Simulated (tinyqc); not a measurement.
# Thermoelectric coefficients with electrons and holes, Landauer integrals: what changes with what

Bulk parabolic band, x = (E - Ec)/kB T, C = hbar^2/(2 m0), kB T in eV. Modes per area gv m kB T x/(4 pi C) times the back-scattering length l0 x^rr give the transport function s0 X(x), s0 = (2 q^2/h) gv m kB T l0/(4 pi C), X = x^(1 + rr). Holes have the same form with the prefactor bb s0 and the reduced level -eta - xg in place of eta. I_k = int X (x - eta)^k w dx, w = 1/(4 cosh^2((x - eta)/2)).

Parameters, values chosen for the exercise: temperature T = 200 K; mass of one valley m = 0.29 m0; valleys gv = 1; back-scattering length at x = 1 l0 = 2.7 nm; energy exponent of that length rr = 0.5; lattice thermal conductivity kL = 5.5 W/(m K); reduced Fermi level (EF - Ec)/kB T eta = -2.9; gap over kB T xg = 3.8; ratio of the hole prefactor to the electron prefactor bb = 0.34.

Constants: q = 1.602176634e-19 C, kB = 1.380649e-23 J/K, hbar = 1.054571817e-34 J s, h = 6.62607015e-34 J s, m0 = 9.1093837015e-31 kg, Vt = kB T/q, hbar^2/(2 m0) = 0.0380998212 eV nm^2. Results are converted to the units shown.

Each table varies one quantity; the others keep the values above.

## Effect of the Fermi level

sigma = s0 I_0, S = -(kB/q) I_1/I_0, Lorenz number L = (kB/q)^2 [I_2/I_0 - (I_1/I_0)^2], kappa_e = L sigma T. With both bands: sigma = sigma_n + sigma_p, S = (sigma_n S_n + sigma_p S_p)/sigma with S_p = +(kB/q) I_1/I_0 of the holes, and kappa_e is the sum of L sigma T of both bands and the bipolar term sigma_n sigma_p (S_p - S_n)^2 T/sigma. Power factor S^2 sigma, ZT = S^2 sigma T/(kappa_e + kL). The integrals are converged.

Effect of the Fermi level:
```
eta   sigma (S/cm)  S (uV/K)  kappa_e (W/(m K))  power factor (mW/(m K^2))        ZT
-5.8         27.96     142.7            0.01269                    0.05697  0.002067
-4.7         14.82     178.1           0.009234                    0.04704  0.001708
-3.6         7.217     171.9            0.01135                    0.02132  7.735e-4
-2.5         4.780    -36.66            0.01598                   6.423e-4  2.329e-5
-1.4         7.475    -255.3            0.01191                    0.04871  0.001767
-0.3         17.72    -250.9            0.01029                     0.1115  0.004048
0.8          40.14    -195.7            0.01700                     0.1538  0.005574
1.9          77.82    -148.7            0.03209                     0.1721  0.006221
3            130.3    -115.3            0.05516                     0.1732  0.006237
4.1          195.4    -92.24            0.08533                     0.1663  0.005953
5.2          271.3    -76.02             0.1215                     0.1568  0.005577
```

What does the table show?

sigma goes from 28.0 through a minimum of 4.78 (at eta = -2.5 among the rows listed) to 271 S/cm, and S moves up and down between -255 and 178 uV/K. Among the rows the power factor is largest at eta = 3 and ZT, 0.00624, at eta = 3, where S = -115 uV/K. S changes sign inside the gap, where the electron and hole terms cancel.

## Effect of the gap

Same model as above.

Effect of the gap:
```
xg    sigma (S/cm)  S (uV/K)  kappa_e (W/(m K))  power factor (mW/(m K^2))        ZT  bipolar kappa (W/(m K))
1            28.01     114.6            0.02257                    0.03678  0.001332                  0.01124
2.4          12.60     129.3            0.01760                    0.02104  7.628e-4                  0.01274
3.8          5.105     68.95            0.01493                   0.002427  8.801e-5                  0.01301
5.1          2.620    -115.1            0.01065                   0.003472  1.260e-4                 0.009678
6.5          1.834    -322.6           0.005193                    0.01909  6.936e-4                 0.004511
7.9          1.634    -422.1           0.002188                    0.02911  0.001058                 0.001580
9.2          1.585    -453.4           0.001128                    0.03259  0.001185                 5.381e-4
10.6         1.572    -463.6           7.465e-4                    0.03377  0.001228                 1.616e-4
12           1.568    -466.4           6.311e-4                    0.03411  0.001240                 4.741e-5
```

What does the comparison show?

S goes from 115 through a maximum of 129 (at xg = 2.4 among the rows listed) to -466 uV/K, the bipolar kappa goes from 0.0112 through a maximum of 0.0130 (at xg = 3.8 among the rows listed) to 4.74e-5 W/(m K), and ZT goes from 0.00133 through a minimum of 8.80e-5 (at xg = 3.8 among the rows listed) to 0.00124. ZT is within 5 % of its last value from xg = 9.2 on among the rows.

Range of the model: Parabolic bands, elastic scattering and a fixed kL make these model figures, not those of a material.

Computed by the program tinyqc: `OMP_NUM_THREADS=1 python tinyqc.py 2800047 2800048 out.jsonl`, one thread of a shared Intel Xeon 2.30GHz, about 0.03 s for the whole run.
